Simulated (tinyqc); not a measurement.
# Elastic strain and critical thickness of a cubic alloy layer A(1-x)B(x) on a thick substrate, step by step

A worked calculation. Computed by tinyqc, a small Python program that keeps every step. Command: `OMP_NUM_THREADS=1 python tinyqc.py 3031508 3031509 out.jsonl misfit walk`. One thread of a shared host (Intel(R) Xeon(R) Processor @ 2.30GHz), about 0.01 s of CPU time with the checks. Intermediate numbers are printed to about 7 digits and carried at full precision; extremes and crossings named in words are read from the listed rows.

Strain is positive in tension. The layer is coherent with the substrate unless said otherwise.

Inputs (values chosen for the exercise, modelled on Ga(1-x)In(x)As on GaAs):
```
quantity,value,unit
fraction x of B,0.28,-
lattice constant a_A,5.653,angstrom
lattice constant a_B,6.058,angstrom
substrate lattice constant a_S,5.653,angstrom
layer thickness h,310,nm
X-ray wavelength,1.540593,angstrom
start of the iteration h0/b,0.2,-
```

Growth plane: (111). Layer: uncapped. Misfit dislocation: 60-degree.

C11, C12, C44 of A (GPa): [117.8, 53.2, 60.4]

C11, C12, C44 of B (GPa): [83.52, 45.14, 39.97]

## Alloy by Vegard's rule, and misfit

a = (1 - x) a_A + x a_B, the same rule for each C_ij; misfit f = (a_S - a)/a, the in-plane strain of the coherent layer.

free lattice constant a = 5.7664 angstrom

elastic constants (GPa): C11 108.2016, C12 50.9432, C44 54.6796

misfit f = -0.01966565

The layer is compressed in the plane by 1.97 %.

## Biaxial strain, stress and energy

(111): D = 2 (C11 + 2 C12 - 2 C44)/(C11 + 2 C12 + 4 C44), M = 6 C44 (C11 + 2 C12)/(C11 + 2 C12 + 4 C44). The free surface carries no normal stress, so e_perp = -D f; dV/V = 2 f + e_perp; stress = M f; energy per area = M f^2 h (1 GPa nm = 1 J/m^2).

ratio D = 0.4698102

normal strain e_perp = 0.009239122

volume strain dV/V = -0.03009218

biaxial modulus M = 160.7373 GPa

in-plane stress = -3.161003 GPa

strain energy per area = 19.27058 J/m^2

## Symmetric X-ray reflection

Reflection 111: d = a_perp/sqrt(3), with a_perp = a (1 + e_perp) for the coherent layer, a for the relaxed layer and a_S for the substrate; sin(theta) = lambda/(2 d).

Bragg angles:
```
crystal,a_perp (angstrom),theta (degrees),from substrate (arcsec)
substrate,5.653000,13.65146,0.000
coherent layer,5.819676,13.25324,-1433.583
relaxed layer,5.766400,13.37795,-984.620
```

peak separation of the coherent layer = -1433.583 arcsec

The coherent layer lies 1.46 times as far from the substrate peak as a relaxed one, about 1 + D = 1.47: reading its peak as relaxed would overstate the mismatch by that factor.

## Isotropic constants and the prefactor A

Voigt averages: G = (C11 - C12 + 3 C44)/5, B = (C11 + 2 C12)/3, nu = (3 B - 2 G)/(2 (3 B + G)); b = a/sqrt(2). The 60-degree dislocation has cos alpha = 1/2, and cos lambda = sqrt(3)/6 on (111), for glide on an inclined {111} plane. Matthews-Blakeslee: h_c = A [ln(h_c/b) + 1], A = b (1 - nu cos^2 alpha)/(8 pi |f| (1 + nu) cos lambda), the factor 8 pi being that of an uncapped layer.

shear modulus G = 44.25944 GPa

Poisson ratio nu = 0.2389824

Burgers vector b = 0.4077461 nm

prefactor A = 2.168765 nm

## Critical thickness by fixed-point iteration

Start at h0, put the right side back in, and stop when the change is below 1e-9 h or h turns negative.

Iteration:
```
step,h in (nm),h out (nm),change (nm)
1,0.08154921,-1.321728,-1.403277
```

critical thickness h_c (Matthews-Blakeslee) = -1.321728 nm

The start lies below the lower, unphysical root of the equation, so h falls and turns negative, where the logarithm fails.

Reruns converge with start of the iteration h0/b = 20.0; or with start of the iteration h0/b = 1.0.

Checks made by the program: D and M against the full stiffness tensor (relative difference below 1e-10).
